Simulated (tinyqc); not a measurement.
# From lifetime tau back to hot-carrier mean free path lambda

Model: lateral field, substrate current, probability of reaching the oxide barrier and hot-carrier lifetime of a silicon transistor (pseudo-two-dimensional and lucky-electron models). Computed by tinyqc, a small Python program. Command: `OMP_NUM_THREADS=1 python tinyqc.py 3007597 3007598 out.jsonl hotcar inv`. One thread of a shared host (Intel(R) Xeon(R) Processor @ 2.30GHz), about 0.01 s of CPU time with the checks.

Local-field models: a lucky carrier gains its energy at the peak field over a path free of collisions. Voltages are magnitudes.

Inputs (values chosen for the exercise, modelled on a silicon n-channel): channel length L = 600 nm; oxide thickness t = 15 nm; junction depth x_j = 160 nm; mobility mu = 410 cm^2/(V s); saturation velocity v_s = 0.78 1e7 cm/s; threshold voltage V_T = 0.78 V; gate voltage V_G = 1.7 V; drain voltage V_D = 3.5 V; ionisation prefactor A_i = 1.8e+06 1/cm; ionisation field B_i = 1.74 MV/cm; oxide barrier phi_b = 3.1 eV; interface-trap threshold phi_it = 3.7 eV; lifetime constant H = 400 s microampere/micrometre.

Drain: abrupt.

Constants: eps_0 = 8.8541878128e-12 F/m.

Method:
- C_ox = 3.9 eps_0/t; F_sat = 2 v_s/mu; V_Dsat = V_ov F_sat L/(V_ov + F_sat L), V_ov = V_G - V_T; I_D/W = C_ox v_s (V_ov - V_Dsat).
- Scale length l = 0.22 t^(1/3) x_j^(1/2) (all in cm); F_m = sqrt(((V_D - V_Dsat)/l_e)^2 + F_sat^2), with l_e = l; length of the velocity-saturated region l_e ln((V_D - V_Dsat)/(l_e F_sat) + F_m/F_sat).
- Substrate current I_sub/I_D = (A_i/B_i)(V_D - V_Dsat) exp(-B_i/F_m); probability of reaching the oxide barrier exp(-phi_b/(e lambda F_m)); lifetime tau = (H/(I_D/W)) exp(phi_it/(e lambda F_m)).

Task: A run gave the result below. Find the hot-carrier mean free path lambda, known to lie between 5 and 16 nm.

lifetime tau = 2.26347e+07 s

Result:

Each step takes the trial c = (a f_b - b f_a)/(f_b - f_a), f being the result less the target and a, b, c the logarithms of the listed values; c replaces end b, the old b replaces a if the sign of f changed, and otherwise f_a is halved.

Scan of the range:
```
hot-carrier mean free path lambda (nm)  lifetime tau (s)
5.00                                         1.60719e+12
6.07                                         1.65052e+10
7.37                                         3.78994e+08
8.94                                         1.71665e+07
10.90                                        1.25963e+06
13.20                                        1.57993e+05
16.00                                        2.82419e+04
```

False position (Illinois rule, in the logarithm of the input) inside the bracket:
```
step    end a    end b    trial  lifetime tau (s)
1     7.37000  8.94000  8.91395       1.79110e+07
2     7.37000  8.91395  8.87027       1.92432e+07
3     7.37000  8.87027  8.81020       2.12633e+07
4     7.37000  8.81020  8.76335       2.30065e+07
5     8.81020  8.76335  8.77333       2.26223e+07
6     8.76335  8.77333  8.77300       2.26346e+07
7     8.76335  8.77300  8.77300       2.26348e+07
8     8.77300  8.77300  8.77300       2.26347e+07
```

Lifetime tau falls at every point of a 13-point scan of the range (every second point is shown), so one value fits; it is bracketed by 7.37 and 8.94. Answer: hot-carrier mean free path lambda = 8.773 nm.
